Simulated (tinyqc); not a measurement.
Small-signal admittance of a forward-biased p+-n diode: one step of the calculation.

Holes injected into a neutral base of width wb with an ohmic contact at its end; low injection, p0 far above the equilibrium density. A small voltage v exp(i w t), w = 2 pi f, modulates the edge density by p0 v/Vt, and the small-signal density obeys Dp d2p/dx2 = (1/tau + i w) p.

Question. The same by finite differences. 9 equal intervals, h = wb/9; u = small-signal density over its edge value, u_0 = 1, u_9 = 0; u_(i-1) + b u_i + u_(i+1) = 0 with b = -2 - h^2 (1/tau + i w)/Dp; Y = (q Dp p0/(Vt h)) (-b/2 - u_1), which includes the half box at the edge.

Parameters, values chosen for the exercise; permittivity close to that of germanium:
```
symbol,value,unit,meaning
T,300,K,temperature
Dp,33,cm^2/s,hole diffusion coefficient
tau,1e-7,s,hole lifetime
wb,13,um,width of the neutral base
p0,4.6e14,cm^-3,excess hole density at the junction edge
f,1.9e6,Hz,signal frequency
```

Constants: q = 1.602176634e-19 C, kB = 1.380649e-23 J/K, Vt = kB T/q. Results are converted to the units shown.

Find: b; u; Y on the mesh.

Answer.

b = -2.006-0.008i

| node | u |
|---|---|
| 1 | 0.8728-0.0175i |
| 2 | 0.7512-0.0286i |
| 3 | 0.6346-0.0342i |
| 4 | 0.5223-0.0352i |
| 5 | 0.4136-0.0325i |
| 6 | 0.3077-0.0269i |
| 7 | 0.2039-0.0191i |
| 8 | 0.1016-0.0099i |

Y on the mesh = 84.91+13.89i S/cm^2

tinyqc, about 0.01 s, one thread, Intel Xeon 2.30GHz (shared host): `OMP_NUM_THREADS=1 python tinyqc.py 2890231 2890232 out.jsonl`
